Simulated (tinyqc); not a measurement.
Tight binding, dimerised chain, step by step. Computed by tinyqc, a small Python program that keeps every step. Settings: t1 = 1.37, t2 = 2.24, delta = 0.51, points = 12, cells = 3. Command: `OMP_NUM_THREADS=1 python tinyqc.py 27378 27379 out.jsonl` (the two numbers bound the seeds that draw the settings). One thread of a shared host (Intel(R) Xeon(R) Processor @ 2.60GHz), about 0.01 s of CPU time with the checks.

## Bloch Hamiltonian at k

Parameters chosen for this model:
```
parameter     value                      unit
t1         1.370000       eV, inside the cell
t2         2.240000         eV, between cells
delta      0.510000  eV, +/- on the two sites
```

k point k (2 pi / a): [0.410000]

H_AA = +delta, H_BB = -delta, H_AB = -t1 - t2 exp(-i k a).

H(k) at k (eV), order A, B:
```
[[0.510000, 0.521295+1.200252i],
 [0.521295-1.200252i, -0.510000]]
```

## Levels at k

Diagonalise the Hermitian matrix.

eigenvalues (eV): [-1.404440, 1.404440]

weights |c|^2 of the basis functions, order A, B:
```
[[0.318433, 0.681567],
 [0.681567, 0.318433]]
```

## Bloch Hamiltonian at X

k point X (2 pi / a): [0.500000]

As before.

H(k) at X (eV), order A, B:
```
[[0.510000, 0.870000],
 [0.870000, -0.510000]]
```

## Levels at X

As before.

eigenvalues (eV): [-1.008464, 1.008464]

weights |c|^2 of the basis functions, order A, B:
```
[[0.247140, 0.752860],
 [0.752860, 0.247140]]
```

## Bands along a path

The same steps at evenly spaced points between the labelled ones.

Bands along the path (eV):
```
k            band 1    band 2
G         -3.645847  3.645847
G-X 0.33  -3.197405  3.197405
G-X 0.67  -2.021336  2.021336
X         -1.008464  1.008464
```

With 1 band(s) filled, the highest filled level on these points lies at X and the lowest empty one at X: a gap of 2.0169 eV, direct.

## Berry (Zak) phase of the lower band

On 12 points k_j = j/N: phase = -Im ln of the product of <u_j|u_(j+1)>, closed with u_N = u_0 (the cell-periodic part is taken without the site positions). Single arguments depend on the phases chosen for the u_j; only their sum modulo 2 pi does not.

Overlaps:
```
j   |<u_j|u_j+1>|  argument (rad)
0        0.986989       -0.139747
1        0.986255       -0.142048
2        0.984217       -0.148157
3        0.978559       -0.163065
4        0.957985       -0.202331
5        0.881106       -0.284700
6        0.881106       -0.284700
7        0.957985       -0.202331
8        0.978559       -0.163065
9        0.984217       -0.148157
10       0.986255       -0.142048
11       0.986989       -0.139747
```

phase / pi, folded into (-1, 1] = 0.687581

## Open chain of 3 cells

H of the open chain (eV):
```
[[0.510000, -1.370000, 0.000000, 0.000000, 0.000000, 0.000000],
 [-1.370000, -0.510000, -2.240000, 0.000000, 0.000000, 0.000000],
 [0.000000, -2.240000, 0.510000, -1.370000, 0.000000, 0.000000],
 [0.000000, 0.000000, -1.370000, -0.510000, -2.240000, 0.000000],
 [0.000000, 0.000000, 0.000000, -2.240000, 0.510000, -1.370000],
 [0.000000, 0.000000, 0.000000, 0.000000, -1.370000, -0.510000]]
```

The same hoppings without the wrap-around bond.

levels (eV): [-3.288420, -2.290580, -0.621076, 0.621076, 2.290580, 3.288420]

weights of the highest filled level on the sites: [0.064213, 0.043769, 0.020912, 0.212940, 0.004298, 0.653869]

The bulk gap runs from -1.0085 to 1.0085 eV; 2 level(s) of this chain lie inside it: end states, which need the weaker bond inside the cell and a chain longer than their decay length.
